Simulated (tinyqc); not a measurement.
p-n heterojunction, non-linear Poisson equation by Newton steps, Boltzmann statistics: starts and damping rules compared.

One dimension, material 1 (p-type) at x < 0 and material 2 (n-type) at x > 0. Band edges: Ec = -psi in material 1 and -psi + dEc in material 2, Ev = Ec - Eg. Flat quasi-Fermi levels: 0 for holes, +V for electrons. n = Nc F((EFn - Ec)/Vt), p = Nv F((Ev - EFp)/Vt), with F(eta) = exp(eta) (Boltzmann statistics); full ionisation, no interface charge, classical densities; the doping types are chosen for the exercise.

a_i = eps0 eps_r/h_i for the interval from node i to i + 1, with h_i = x_(i+1) - x_i in cm.

n_i = Nc F(a_n), a_n = (V - Ec_i)/Vt; p_i = Nv F(a_p), a_p = (Ec_i - Eg)/Vt; rho_i = p_i - n_i + C_i with C = -N1 or +N2; g_i = (n_i + p_i)/Vt. Box widths w_i = (h_(i-1) + h_i)/2 in cm. Residual F_i = a_i (psi_(i+1) - psi_i) - a_(i-1) (psi_i - psi_(i-1)) + q rho_i w_i; Jacobian: a_(i-1) and a_i beside the diagonal, b_i = -a_(i-1) - a_i - q g_i w_i on it. The two end nodes are fixed.

Iterations until the largest undamped |d| is below 1e-9 V (the last, tiny step is counted), with a cap of 100; "overflow" would mean that an exponential left the range of double precision. Starts:
- neutral: psi_L on the nodes of material 1 and psi_R on those of material 2.
- smooth: psi_L + (psi_R - psi_L)(1 + tanh(x/s))/2 on the inner nodes with s = 68 nm, psi_L and psi_R on the ends.
- linear: A straight line in x from psi_L to psi_R.

Rules for the step d, which solves the tridiagonal system a_(i-1) d_(i-1) + b_i d_i + a_i d_(i+1) = -F_i:
- full Newton steps: the full step is added.
- logarithmic damping: each component d is damped to sign(d) Vt ln(1 + |d|/Vt) before it is added.
- steps capped at 4 Vt: if the largest |d| exceeds 4 Vt, the whole step is scaled down so that it equals 4 Vt.
- halved steps: half of the step is added while the largest |d| exceeds 1.5 Vt, the full step after that.

Parameters, values chosen for the exercise; band and dielectric values close to those of CdTe and CdS: temperature T = 300 K; band gap of material 1 Eg1 = 1.51 eV; relative permittivity of material 1 er1 = 10.4; conduction-band density of states of material 1 Nc1 = 8e17 cm^-3; valence-band density of states of material 1 Nv1 = 1.81e19 cm^-3; band gap of material 2 Eg2 = 2.4 eV; relative permittivity of material 2 er2 = 8.93; conduction-band density of states of material 2 Nc2 = 2.21e18 cm^-3; valence-band density of states of material 2 Nv2 = 1.8e19 cm^-3; conduction-band offset Ec2 - Ec1 dEc = -0.11 eV; acceptor density of material 1 N1 = 2.1e17 cm^-3; donor density of material 2 N2 = 2.7e16 cm^-3; bias of side 1 against side 2 V = -2.7 V.

Constants: q = 1.602176634e-19 C, kB = 1.380649e-23 J/K, Vt = kB T/q, eps0 = 8.8541878128e-14 F/cm where lengths are in cm. Results are converted to the units shown.

| node | x (nm) | material |
|---|---|---|
| 0 | -130 | 1 |
| 1 | -87.4 | 1 |
| 2 | -54.3 | 1 |
| 3 | -28.4 | 1 |
| 4 | -8 | 1 |
| 5 | 8 | 2 |
| 6 | 43.5 | 2 |
| 7 | 122 | 2 |
| 8 | 297 | 2 |
| 9 | 686 | 2 |

| interval | eps_r |
|---|---|
| 0 | 10.4 |
| 1 | 10.4 |
| 2 | 10.4 |
| 3 | 10.4 |
| 4 | 9.60911 |
| 5 | 8.93 |
| 6 | 8.93 |
| 7 | 8.93 |
| 8 | 8.93 |

psi_L = -1.39479 V
psi_R = 2.47612 V

Iterations needed:

|  | full Newton steps | logarithmic damping | steps capped at 4 Vt | halved steps |
|---|---|---|---|---|
| neutral | 8 | 40 | 35 | 12 |
| smooth | 41 | 27 | 21 | 17 |
| linear | 42 | 27 | 24 | 21 |

The fewest iterations, 8, are needed by full Newton steps from the neutral start. Every pairing converges. Lowest count for the worst start: halved steps, at most 21 iterations.

tinyqc, about 0.05 s, one thread, Intel Xeon 2.30GHz (shared host): `OMP_NUM_THREADS=1 python tinyqc.py 2040090 2040091 out.jsonl`
